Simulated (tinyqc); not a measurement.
Solid solubility of a dopant against its melt (retrograde solidus), clustering and the electrically active fraction: one step, computed by the program tinyqc.

Task: Liquidus and solidus at T. x_l and x_s are atom fractions of the dopant in melt and solid; the solid is dilute. Liquidus of the host: R T ln(1 - x_l) + L x_l^2 = -H_f (1 - T/T_m). Distribution: k = x_s/x_l = exp[L (1 - x_l)^2/(R T)] exp(S/k_B - H/(k_B T)), the first factor being the activity coefficient in the melt. Solubility = x_s N0; at T_m x_l = 0.

Inputs (values chosen for the exercise, of the order of those of tin in silicon for the solubility):

| quantity | value | unit |
|---|---|---|
| melting point of the host T_m | 1687 | K |
| heat of melting of the host H_f | 50.2 | kJ/mol |
| interaction L of the melt | 7.1 | kJ/mol |
| enthalpy of transfer from melt to solid H | 0.403 | eV |
| entropy of transfer S | -2.09 | k_B |
| site density N0 | 5e+22 | 1/cm^3 |
| temperature T | 1020 | K |

Constants: R = 8.314462618 J/(mol K); k_B = 8.617333262e-05 eV/K.

Give: x_l; distribution coefficient k; x_s; solubility; k at the melting point.

Result:

x_l = 0.9551

distribution coefficient k = 0.001264

x_s = 0.001208

solubility = 6.038e+19 1/cm^3

k at the melting point = 0.01283

k has changed by a factor 0.099 from its value at T_m, while x_l has grown from 0 to 0.955.
